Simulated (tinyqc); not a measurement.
What the corrections do to the levels: formation energy of a charged point defect from supercell energies. Computed by tinyqc, a small Python program. Command: `OMP_NUM_THREADS=1 python tinyqc.py 3010289 3010290 out.jsonl formation walk`. One thread of a shared host (Intel(R) Xeon(R) Processor @ 2.30GHz), about 0.01 s of CPU time with the checks.

The host is a compound AB. Making the defect adds n_A = -1, n_B = 0 atoms to the cell. All total energies are inputs. E_F is counted from the valence-band maximum (VBM); x = 0 is A-rich and x = 1 B-rich growth.

Inputs (values chosen for the exercise, with gap and screening modelled on CdTe): gap E_g = 1.51 eV; E_VBM of the host cell = 4.577 eV; potential alignment dV = -0.11 eV; dielectric constant eps = 10.3; cell length L = 9.61 angstrom; mu_A of the pure element = -3.639 eV; formation enthalpy dH of AB = -0.679 eV; growth condition x = 0.78.

Defect: vacancy of A. Supercell lattice: sc.

charge states q: [2, 1, 0]

E(defect, q) - E(host), in the order of q (eV): [-5.749, 0.623, 5.779]

Constants: e^2/(4 pi eps_0) = 14.39964548 eV angstrom.

Method:
- dmu_A = x dH and dmu_B = (1 - x) dH, so that dmu_A + dmu_B = dH; mu = mu(element) + dmu.
- The reservoir term is sum n_i mu_i.
- Image-charge correction of a point charge in a neutralising background: E_corr = q^2 alpha e^2/(4 pi eps_0) / (2 eps L), alpha = 2.837297 for a sc array with L the cube root of the volume.
- E_f(q, E_F) = [E(defect, q) - E(host)] - sum n_i mu_i + q (E_VBM + dV + E_F) + E_corr(q).
- Levels eps(q/q-1) with the terms q dV and E_corr left out or kept.

E_f(q, 0) (eV): (q=+2) -0.15810, (q=+1) 1.12776, (q=0) 1.61038

E_corr (eV): (q=+2) 0.825517, (q=+1) 0.206379, (q=0) 0.000000

Levels above the VBM (eV):
```
level      raw  with alignment  with image charge  with both
(+2/+1)  1.795           1.905             1.1759     1.2859
(+1/0)   0.579           0.689             0.3726     0.4826
```

What does the comparison show, and why?

Alignment moves every level by -dV = +0.110 eV. The image term moves eps(q/q-1) by (1 - 2q) E_corr(1): (+2/+1) by -0.619, (+1/0) by -0.206 eV, donor levels down and acceptor levels up. It adds 2 E_corr(1) = 0.413 eV to every U. Caution: the largest image-charge correction in these energies, q^2 alpha e^2/(8 pi eps_0 eps L) with alpha = 2.837297, exceeds a quarter of the gap; the point-charge term alone is then a rough estimate, usually too large for a charge that is spread out. Caution: E_f at E_F = 0 is negative for at least one charge state, so in equilibrium E_F cannot reach the valence-band maximum.

Extremes, crossings and ranges named in words are read from the listed rows.
